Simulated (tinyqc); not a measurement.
# Energy and delay of logic against supply voltage: energy and delay against supply voltage

One expression serves below and above threshold: I(Vg) = Ik [ln(1 + exp((Vg - VT + dd V)/(al nf Vt)))]^al, with I_on = I(V) and I_off = I(0). Gate delay td = kd C V/I_on, clock period LD td. Per gate and cycle the switching energy is act C V^2 and the leakage energy I_off V LD td. No short-circuit current, no variation. Minima are sought above 0.09 V; below a few Vt gates no longer switch and the model has no meaning.

EDP = energy times td.

Values chosen for this exercise; values of the order met in logic technologies: temperature T = 300 K; threshold voltage at zero drain bias VT = 0.26 V; slope factor nf = 1.19; barrier lowering per volt of supply dd = 0.06; specific current of a gate Ik = 0.43 uA; exponent of the current law al = 1.4; load capacitance of a gate C = 2.3 fF; delay factor kd = 1; logic depth LD = 20; activity factor act = 0.02.

Constants: q = 1.602176634e-19 C, kB = 1.380649e-23 J/K, Vt = kB T/q. Results are converted to the units shown.

Result of one run:

| V (V) | I_on (uA) | I_off (nA) | td (ps) | switching (aJ) | leakage (aJ) | energy (aJ) | EDP (fJ ps) |
|---|---|---|---|---|---|---|---|
| 0.27 | 0.4560 | 0.1551 | 1362 | 3.353 | 1.141 | 4.494 | 6.120 |

What becomes of these results when the supply voltage V is changed from 0.27 to 0.85 V, all else the same?

Result of the changed run:

| V (V) | I_on (uA) | I_off (nA) | td (ps) | switching (aJ) | leakage (aJ) | energy (aJ) | EDP (fJ ps) |
|---|---|---|---|---|---|---|---|
| 0.85 | 18.85 | 0.4793 | 103.7 | 33.23 | 0.8453 | 34.08 | 3.535 |

The whole series:

| V (V) | I_on (uA) | I_off (nA) | td (ps) | switching (aJ) | leakage (aJ) | energy (aJ) | EDP (fJ ps) |
|---|---|---|---|---|---|---|---|
| 0.15 | 0.01512 | 0.1228 | 2.281e4 | 1.035 | 8.405 | 9.440 | 215.4 |
| 0.27 | 0.4560 | 0.1551 | 1362 | 3.353 | 1.141 | 4.494 | 6.120 |
| 0.38 | 2.338 | 0.1922 | 373.9 | 6.642 | 0.5461 | 7.188 | 2.688 |
| 0.5 | 5.620 | 0.2427 | 204.6 | 11.50 | 0.4967 | 12.00 | 2.455 |
| 0.62 | 9.644 | 0.3065 | 147.9 | 17.68 | 0.5620 | 18.24 | 2.698 |
| 0.73 | 13.83 | 0.3796 | 121.4 | 24.51 | 0.6730 | 25.19 | 3.058 |
| 0.85 | 18.85 | 0.4793 | 103.7 | 33.23 | 0.8453 | 34.08 | 3.535 |
| 0.97 | 24.28 | 0.6051 | 91.88 | 43.28 | 1.079 | 44.36 | 4.076 |
| 1.08 | 29.59 | 0.7492 | 83.93 | 53.65 | 1.358 | 55.01 | 4.617 |
| 1.2 | 35.72 | 0.9454 | 77.27 | 66.24 | 1.753 | 67.99 | 5.254 |

td falls from 22800 to 77.3 ps; the energy goes from 9.44 through a minimum of 4.49 (at V = 0.27 V among the rows listed) to 68.0 aJ and the EDP goes from 215 through a minimum of 2.45 (at V = 0.5 V among the rows listed) to 5.25 fJ ps. The exact minima lie at V = 0.247 V for the energy and 0.471 V for the EDP. Going from 1.2 V to the energy minimum saves a factor of 15.6 in energy and costs a factor of 27.5 in delay. Below the minimum the leakage energy rises faster than the switching energy falls, because the clock period grows so steeply.

tinyqc, about 0.01 s, one thread, Intel Xeon 2.30GHz (shared host): `OMP_NUM_THREADS=1 python tinyqc.py 2082060 2082061 out.jsonl`
